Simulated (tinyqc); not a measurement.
## Electron mobility in a silicon inversion layer, empirical terms and Matthiessen rule: effect of the reverse body bias

Inversion layer of sheet density Ns on a uniformly doped body, under a high-permittivity gate with an interlayer. The mobility terms are empirical power laws with prefactors chosen for the exercise; adding their inverses (Matthiessen) is itself an approximation.

ni = sqrt(Nc Nv) exp(-Eg/(2 Vt)), Eg in volts; Ndep = sqrt(2 eps0 eps_r Nb (2 Vt ln(Nb/ni) + Vsb)/q); E = q (Ndep + eta Ns)/(eps0 eps_r), in MV/cm. With t = T/(300 K): muC = Ac (Ns/1e12 cm^-2) t/(Nb/1e17 cm^-3 + Nit/1e11 cm^-2), muP = Ap E^(-1/3) t^(-1.75), muS = As E^(-gs), muR = Ar exp(2 ti/lr)/t; 1/mu is the sum of the inverses.

Values chosen for this exercise; material values close to those of silicon: temperature T = 300 K; band gap Eg = 1.12 eV; relative permittivity of the semiconductor eps_r = 11.5; conduction-band density of states at T Nc = 2.77e19 cm^-3; valence-band density of states at T Nv = 2.68e19 cm^-3; body doping Nb = 1.3e17 cm^-3; weight of the inversion charge in the effective field eta = 0.5; phonon-limited mobility at 1 MV/cm and 300 K Ap = 464 cm^2/(V s); roughness-limited mobility at 1 MV/cm As = 1240 cm^2/(V s); exponent of the roughness term gs = 2; Coulomb prefactor Ac = 1900 cm^2/(V s); charge at the interface Nit = 5.3e10 cm^-2; remote-phonon mobility without interlayer Ar = 180 cm^2/(V s); interlayer thickness ti = 0.9 nm; decay length of remote phonons lr = 0.6 nm; inversion density Ns = 5e12 cm^-2.

Constants: q = 1.602176634e-19 C, kB = 1.380649e-23 J/K, Vt = kB T/q, eps0 = 8.8541878128e-14 F/cm where lengths are in cm. Results are converted to the units shown.

The same in every row: muC (cm^2/(V s)) = 5191.3; muR (cm^2/(V s)) = 3615.4.

Results:

| Vsb (V) | E (MV/cm) | muP (cm^2/(V s)) | muS (cm^2/(V s)) | mu (cm^2/(V s)) |
|---|---|---|---|---|
| 0 | 0.57915 | 556.66 | 3696.9 | 394.30 |
| 0.4 | 0.61893 | 544.46 | 3236.9 | 382.43 |
| 0.8 | 0.65268 | 534.91 | 2910.8 | 372.82 |
| 1.2 | 0.68252 | 527.00 | 2661.9 | 364.64 |
| 2 | 0.73445 | 514.28 | 2298.8 | 351.03 |
| 2.4 | 0.75765 | 508.97 | 2160.1 | 345.20 |

Estimate the missing row, Vsb = 1.6 V.

Computed row:

| Vsb (V) | E (MV/cm) | muP (cm^2/(V s)) | muS (cm^2/(V s)) | mu (cm^2/(V s)) |
|---|---|---|---|---|
| 1.6 | 0.70955 | 520.22 | 2462.9 | 357.46 |

With this row back in the table: As Vsb goes from 0 to 2.4 V, E rises from 0.579 to 0.758 MV/cm and mu falls from 394 to 345 cm^2/(V s). The phonon term is the smallest in the first and the last row.

Computed by the program tinyqc: `OMP_NUM_THREADS=1 python tinyqc.py 2510010 2510011 out.jsonl`, one thread of a shared Intel Xeon 2.30GHz, about 0.01 s for the whole run.
